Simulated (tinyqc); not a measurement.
Switching power and leakage at the onset of runaway.

Question. T = T0 + Rth P(T), P(T) = Pd + Pl (T/300 K)^2 exp[(q Ea/kB)(1/(300 K) - 1/T)]. At the onset of runaway the loop gain Rth dP/dT equals one as well. Find Pd and the critical Pl.

Inputs (values chosen for the exercise):

| symbol | value | unit | meaning |
|---|---|---|---|
| T0 | 320 | K | ambient temperature |
| Ea | 0.27 | eV | activation energy of the leakage |
| Rth | 10 | K/W | thermal resistance |

Constants: q = 1.602176634e-19 C, kB = 1.380649e-23 J/K. Results are converted to the units shown.

temperature at the onset of runaway = 411.87063 K

Answer. With s = 2/T + q Ea/(kB T^2), unit gain means Rth (P - Pd) = 1/s; the heat balance then gives Pd, and the leakage term Pl.

Pd = 4.90 W
critical Pl = 0.133 W

tinyqc, about 0.01 s, one thread, Intel Xeon 2.30GHz (shared host): `OMP_NUM_THREADS=1 python tinyqc.py 2520133 2520134 out.jsonl`
